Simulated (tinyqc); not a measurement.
Changing the strip width w: square-lattice Ising model by mean field, Bethe lattice, transfer matrix, exact enumeration and Monte Carlo steps. Computed by tinyqc, a small Python program. Command: `OMP_NUM_THREADS=1 python tinyqc.py 3031091 3031092 out.jsonl ising sweep`. One thread of a shared host (Intel(R) Xeon(R) Processor @ 2.30GHz), about 0.06 s of CPU time with the checks.

H = -J sum over nearest pairs s_i s_j, s = +-1, no field, periodic boundaries; energies per site are in J. As a lattice gas or an alloy, s marks which species holds the site.

Inputs (values chosen for the exercise, for a model lattice): coupling J = 7.46 meV; temperature T = 140 K.

Constants: k_B = 8.617333262e-05 eV/K.

Method:
- K = J/(k_B T). Onsager: k_B T_c/J = 2/ln(1 + sqrt 2); mean field: 4; Bethe lattice with z = 4: 2/ln 2.
- Strip of w sites, periodic across (for w = 2 the pair is joined by two bonds): T(s, s') = exp(K [sum_i s_i s'_i + (r(s) + r(s'))/2]), r(s) = sum_i s_i s_(i+1).
- With the eigenvalues l1 > l2: -f/(k_B T) = ln(l1)/w per site; xi = 1/ln(l1/l2) rows.

One run for each value:
```
strip width w  -f/(k_B T)  correlation length xi
2                  1.2899                   5.15
3                  1.2572                  13.42
4                  1.2492                  31.66
5                  1.2467                  70.30
6                  1.2459                 150.39
7                  1.2455                 314.15
8                  1.2454                 645.75
```

What does the table show, and why?

Over the rows, -f/(k_B T) falls from 1.29 to 1.25 (exponent d ln y / d ln x -0.063 between the first rows and -7.8e-4 between the last); correlation length xi rises from 5.15 to 646 (exponent d ln y / d ln x 2.4 between the first rows and 5.4 between the last). xi/w goes from 2.57 to 80.7: it grows with w, the mark of T below T_c. Where xi/w is the same for two widths lies the estimate of T_c.

Extremes, crossings and ranges named in words are read from the listed rows.
